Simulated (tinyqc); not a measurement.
Inside a calculation. Method: exchange-only LDA atom on a uniform radial grid, spin-unpolarised, for Be. Computed by tinyqc, a small Python program that keeps every step. Settings: Z = 4, points = 192, R = 14.4, functional = Slater exchange alone, mixing = 0.2, iteration cap = 78. Command: `OMP_NUM_THREADS=1 python tinyqc.py 21236 21237 out.jsonl` (the two numbers bound the seeds that draw the settings). One thread of a shared host (Intel(R) Xeon(R) Processor @ 2.60GHz), about 1 s of CPU time with the checks. Later iterations appear only in the table of the cycle.

## Iteration 1

Spherical atom on a uniform radial grid r_j = j h with h = R/(N + 1), h sum u^2 = 1 and integrals as h times sums, u(0) = u(R) = 0 (atomic units):

| parameter | value |
|---|---|
| Z | 4 |
| points N | 192 |
| R | 14.400000 |
| h | 0.074611 |
| mixing | 0.200000 |
| electrons in 1s | 2 |
| electrons in 2s | 2 |

Three-point differences turn -u''/2 + [l(l+1)/2r^2 - Z/r + V] u = e u into a tridiagonal matrix (diagonal 1/h^2 + potential, off-diagonal -1/2h^2). D = sum f u^2; the Hartree potential y/r solves y'' = -D/r with y(0) = 0, y(R) = N_e; v_xc comes from rho = D/(4 pi r^2); E = sum f e - int D V + int D (V_H/2 + eps_xc); V(new) = V + mixing (V_H + v_xc - V).

eigenvalues (hartree): 1s -7.829378, 2s -1.988989

Every 12th grid point:

| r | V in | u(1s) | u(2s) | D | V_H | v_xc |
|---|---|---|---|---|---|---|
| 0.895337 | 0.000000 | 0.410859 | -0.659509 | 1.207515 | 3.668838 | -0.485542 |
| 1.790674 | 0.000000 | 0.024075 | -0.730358 | 1.068005 | 2.176410 | -0.293608 |
| 2.686010 | 0.000000 | 0.001058 | -0.312181 | 0.194916 | 1.486003 | -0.127096 |
| 3.581347 | 0.000000 | 0.000041 | -0.098612 | 0.019449 | 1.116747 | -0.048662 |
| 4.476684 | 0.000000 | 1.51e-06 | -0.026729 | 0.001429 | 0.893512 | -0.017563 |
| 5.372021 | 0.000000 | 5.32e-08 | -0.006601 | 0.000087 | 0.744599 | -0.006122 |
| 6.267358 | 0.000000 | 1.82e-09 | -0.001531 | 4.69e-06 | 0.638228 | -0.002086 |
| 7.162694 | 0.000000 | 6.09e-11 | -0.000340 | 2.31e-07 | 0.558449 | -0.000699 |
| 8.058031 | 0.000000 | 0 | -0.000073 | 1.06e-08 | 0.496399 | -0.000231 |
| 8.953368 | 0.000000 | 0 | -0.000015 | 4.62e-10 | 0.446759 | -0.000076 |
| 9.848705 | 0.000000 | 0 | -3.10e-06 | 1.93e-11 | 0.406145 | -0.000025 |
| 10.744041 | 0.000000 | 0 | -6.23e-07 | 0 | 0.372299 | 0.000000 |
| 11.639378 | 0.000000 | 0 | -1.23e-07 | 0 | 0.343661 | 0.000000 |
| 12.534715 | 0.000000 | 0 | -2.41e-08 | 0 | 0.319114 | 0.000000 |
| 13.430052 | 0.000000 | 0 | -4.53e-09 | 0 | 0.297840 | 0.000000 |
| 14.325389 | 0.000000 | 0 | -2.15e-10 | 0 | 0.279225 | 0.000000 |

total energy = -12.96850918 hartree

## Iteration 2

As before.

eigenvalues (hartree): 1s -6.798630, 2s -1.514977

Every 12th grid point:

| r | V in | u(1s) | u(2s) | D | V_H | v_xc |
|---|---|---|---|---|---|---|
| 0.895337 | 0.636659 | 0.437556 | -0.572511 | 1.038448 | 3.574807 | -0.461733 |
| 1.790674 | 0.376560 | 0.030240 | -0.753761 | 1.138140 | 2.151162 | -0.299899 |
| 2.686010 | 0.271781 | 0.001606 | -0.381974 | 0.291813 | 1.482845 | -0.145395 |
| 3.581347 | 0.213617 | 0.000077 | -0.144510 | 0.041766 | 1.116471 | -0.062782 |
| 4.476684 | 0.175190 | 3.46e-06 | -0.047294 | 0.004473 | 0.893492 | -0.025694 |
| 5.372021 | 0.147695 | 1.50e-07 | -0.014193 | 0.000403 | 0.744597 | -0.010199 |
| 6.267358 | 0.127228 | 6.39e-09 | -0.004020 | 0.000032 | 0.638227 | -0.003969 |
| 7.162694 | 0.111550 | 2.67e-10 | -0.001092 | 2.39e-06 | 0.558449 | -0.001523 |
| 8.058031 | 0.099234 | 1.10e-11 | -0.000288 | 1.66e-07 | 0.496399 | -0.000579 |
| 8.953368 | 0.089337 | 0 | -0.000074 | 1.10e-08 | 0.446759 | -0.000218 |
| 9.848705 | 0.081224 | 0 | -0.000019 | 6.96e-10 | 0.406145 | -0.000082 |
| 10.744041 | 0.074460 | 0 | -4.63e-06 | 4.29e-11 | 0.372299 | -0.000030 |
| 11.639378 | 0.068732 | 0 | -1.13e-06 | 0 | 0.343661 | 0.000000 |
| 12.534715 | 0.063823 | 0 | -2.74e-07 | 0 | 0.319114 | 0.000000 |
| 13.430052 | 0.059568 | 0 | -6.28e-08 | 0 | 0.297840 | 0.000000 |
| 14.325389 | 0.055845 | 0 | -3.33e-09 | 0 | 0.279225 | 0.000000 |

total energy = -13.29959898 hartree

## Convergence

Stop when input and output potentials agree to 1e-7.

Course of the cycle (hartree):

| iteration | E | e(1s) | e(2s) | largest \|V(out) - V(in)\| |
|---|---|---|---|---|
| 1 | -12.96850918 | -7.829378 | -1.988989 | 6.79e+00 |
| 2 | -13.29959898 | -6.798630 | -1.514977 | 5.14e+00 |
| 3 | -13.51884536 | -6.015680 | -1.166251 | 3.88e+00 |
| 4 | -13.66149221 | -5.422778 | -0.909278 | 2.91e+00 |
| 5 | -13.75267885 | -4.975294 | -0.719559 | 2.17e+00 |
| 6 | -13.80993343 | -4.638776 | -0.579212 | 1.61e+00 |
| 7 | -13.84522685 | -4.386658 | -0.475180 | 1.19e+00 |
| 8 | -13.86657685 | -4.198495 | -0.397915 | 8.78e-01 |
| 9 | -13.87924979 | -4.058588 | -0.340424 | 6.43e-01 |
| 10 | -13.88663426 | -3.954930 | -0.297573 | 4.69e-01 |
| 11 | -13.89086269 | -3.878374 | -0.265579 | 3.43e-01 |
| ... | ... | ... | ... | ... |
| 59 | -13.89615376 | -3.667106 | -0.168498 | 8.47e-07 |
| 60 | -13.89615376 | -3.667106 | -0.168498 | 6.75e-07 |
| 61 | -13.89615376 | -3.667106 | -0.168497 | 5.39e-07 |
| 62 | -13.89615376 | -3.667106 | -0.168497 | 4.30e-07 |
| 63 | -13.89615376 | -3.667106 | -0.168497 | 3.43e-07 |
| 64 | -13.89615376 | -3.667106 | -0.168497 | 2.74e-07 |
| 65 | -13.89615376 | -3.667106 | -0.168497 | 2.19e-07 |
| 66 | -13.89615376 | -3.667106 | -0.168497 | 1.74e-07 |
| 67 | -13.89615376 | -3.667106 | -0.168497 | 1.39e-07 |
| 68 | -13.89615376 | -3.667106 | -0.168497 | 1.11e-07 |
| 69 | -13.89615376 | -3.667106 | -0.168497 | 8.88e-08 |

Converged in 69 iterations. A uniform grid resolves the cusp poorly: for a bare nucleus this grid gives 1s at -7.82938 against -Z^2/2 = -8 hartree. Before convergence this energy mixes input and output and is not variational, so it may rise towards its limit.
